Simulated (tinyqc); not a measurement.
AlGaN/GaN HEMT with access regions, lumped model: one step of the calculation.

A polarisation-induced electron sheet under a Schottky gate, in series with two ungated access regions and contacts. Drift law v = mu E/(1 + mu E/vs) under the gate. Currents in mA/mm, resistances in ohm mm. No self-heating, no channel-length modulation; fits for polarisation, barrier and offset are chosen for the exercise.

Task. On-resistance and breakdown. sigma = (5e13 x + 1.6e13 x^2) cm^-2, phiB = 0.84 + 1.3 x, dEc = 0.7 (1.71 x + x^2) in volts, Cb = eps0 eps_r/d, VT = phiB - dEc - q sigma/Cb, access density n0 = -Cb VT/q. Ron = 2 Rc + Ls/(q mu n0) + Ld/(q mu (1 - ft) n0) + Lg/(mu Cb (Vg - VT)). Off state: a depleted stretch that holds the voltage V has the peak field sqrt(k V), k = 2 q n0/(eps0 eps_r te), so one edge holds V1 = Ec^2/k. The sheet under the plate pinches off at Vf = q n0 (1/Cb + tf/(eps0 ei)); beyond it the gate edge is screened. BV = V1 if Vf >= V1, else Vf + V1, and at most Ec Ld. Specific resistance Ron (Ls + Lg + Ld); figure of merit BV^2 over it.

Parameters, values chosen for the exercise; values close to those of AlGaN/GaN structures: aluminium share of the barrier x = 0.34; barrier thickness d = 20 nm; relative permittivity of barrier and channel eps_r = 9.4; channel mobility mu = 1900 cm^2/(V s); saturation velocity vs = 1.1e7 cm/s; gate length Lg = 0.25 um; source access length Ls = 2 um; drain access length Ld = 12 um; resistance of each contact Rc = 0.39 ohm mm; share of the drain-access electrons removed by traps ft = 0.22; gate voltage Vg = 0 V; critical field Ec = 2.8 MV/cm; depth over which the depleted charge spreads te = 0.49 um; insulator under the field plate tf = 200 nm; relative permittivity of that insulator ei = 3.9.

Constants: q = 1.602176634e-19 C, eps0 = 8.8541878128e-14 F/cm where lengths are in cm. Results are converted to the units shown.

Give: Ron; Vf; V1; BV; specific resistance; figure of merit.

Result.

Ron = 4.231 ohm mm
Vf = 162.2 V
V1 = 59.44 V
BV = 59.44 V
specific resistance = 0.6029 mohm cm^2
figure of merit = 5.860 MW/cm^2

The plate pinches off too late to screen the gate edge, so it adds nothing.

Numbers from tinyqc (`OMP_NUM_THREADS=1 python tinyqc.py 2570011 2570012 out.jsonl`; about 0.01 s on one thread of a shared Intel Xeon 2.30GHz).
